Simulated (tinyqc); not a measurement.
The fan of levels: Landau levels of massive Dirac electrons in two valleys.

H = hv (tau kx sx + ky sy) + (D/2) sz. Conduction levels E_N = sqrt(D^2/4 + 2N hv^2/l^2) - D/2 from the band edge; N = 1, 2, ... occur in both valleys, N = 0 in one valley only (its partner in the other valley lies at the valence edge). Each state is twofold in spin; spin splittings are left out, although in real dichalcogenides the spin-orbit splitting exceeds the level spacing and changes the filling sequence.

In a field B along z: l = 1/sqrt((e/hbar) B) is the magnetic length, n_B = B/(h/e) the number of states per area in one level, hbar wc = 2 muB B/m for mass m in m0; 1/angstrom^2 = 1e16/cm^2.

Constants: e/hbar = 1.519267448e-05 1/(T angstrom^2); h/e = 413566.7697 T angstrom^2; muB = 5.788381798e-05 eV/T.

Values chosen for the exercise (out of a larger set: near those of a MoS2 monolayer; not measured data): hv = 3.44 eV angstrom (hbar v); D = 1.74 eV (gap); Bs = (2, 4, 6, 8, 10, 12, 15) T (fields).

The four lowest levels against B, with their labels in order.

Levels (meV):
```
B (T),first,second,third,fourth,order
2.00,0.00,0.41,0.83,1.24,0 1 2 3
4.00,0.00,0.83,1.65,2.48,0 1 2 3
6.00,0.00,1.24,2.48,3.71,0 1 2 3
8.00,0.00,1.65,3.30,4.95,0 1 2 3
10.0,0.00,2.06,4.12,6.18,0 1 2 3
12.0,0.00,2.48,4.95,7.41,0 1 2 3
15.0,0.00,3.09,6.18,9.25,0 1 2 3
```

The fourth level grows as B^1.00 over the first two rows and B^1.00 over the last two (1 for a parabolic band without a fixed offset such as a valley splitting, 1/2 for massless Dirac electrons). The order of the levels does not change. Level 1 follows hbar wc = 2 hv^2/(l^2 D) while that is small against D: 3.1 meV against 3.1 meV in the last row.

(tinyqc, `OMP_NUM_THREADS=1 python tinyqc.py 1282710 1282711 out.jsonl`, Intel(R) Xeon(R) Processor @ 2.30GHz, 1 thread, shared host, about 0.01 s.)
